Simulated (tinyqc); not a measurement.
Worked calculation: geometry optimisation on the UHF/sto-6g surface (energies and gradients from PySCF), for H4+, spin multiplicity 2. Computed by tinyqc, a small Python program that keeps every step (integrals from PySCF). Settings: charge = 1, multiplicity = 2, basis = sto-6g, optimiser = bfgs, first Hessian = 1.0, largest step = 0.1, iteration cap = 30. Command: `OMP_NUM_THREADS=1 python tinyqc.py 23109 23110 out.jsonl` (the two numbers bound the seeds that draw the settings). One thread of a shared host (Intel(R) Xeon(R) Processor @ 2.60GHz), about 2 s of CPU time with the checks.

positions at the start (bohr), order 1H, 2H, 3H, 4H:
```
[[0.083148, 0.041574, -0.030236],
 [0.026456, 0.064251, 1.698864],
 [0.064251, 2.205310, -0.071810],
 [-0.009449, 2.296017, 1.793350]]
```

Stop when the largest gradient component is below 3e-5 hartree/bohr. The inverse Hessian follows the BFGS update with s = step, y = change of gradient.

Course of the optimisation:
```
step  E (hartree)  largest gradient (hartree/bohr)
1     -1.66655786                         8.23e-02
2     -1.68480130                         6.65e-02
3     -1.69925843                         5.33e-02
4     -1.71012022                         4.19e-02
5     -1.71785024                         3.21e-02
6     -1.72315342                         2.38e-02
7     -1.72674098                         1.69e-02
8     -1.72909942                         1.12e-02
9     -1.73048374                         6.60e-03
10    -1.73103348                         2.95e-03
11    -1.73107944                         2.52e-03
12    -1.73111074                         3.01e-03
13    -1.73119312                         3.96e-03
14    -1.73139240                         8.26e-03
15    -1.73163967                         1.31e-02
16    -1.73189786                         1.76e-02
17    -1.73216427                         2.19e-02
18    -1.73248532                         2.59e-02
19    -1.73297025                         2.94e-02
20    -1.73369993                         3.23e-02
21    -1.73468308                         3.45e-02
22    -1.73588804                         3.59e-02
23    -1.73727278                         3.63e-02
24    -1.73879908                         3.55e-02
25    -1.74046091                         3.34e-02
26    -1.74237801                         2.97e-02
27    -1.74489055                         2.47e-02
28    -1.74762583                         1.97e-02
29    -1.74979179                         1.40e-02
30    -1.75116013                         1.18e-02
```

Can the last value be used, and what does the course show?

Not by the stop rule. Not converged within 30 steps: the energy falls at every step, but slowly. Reruns: method bfgs, first Hessian 0.6, largest step 0.3: not converged.
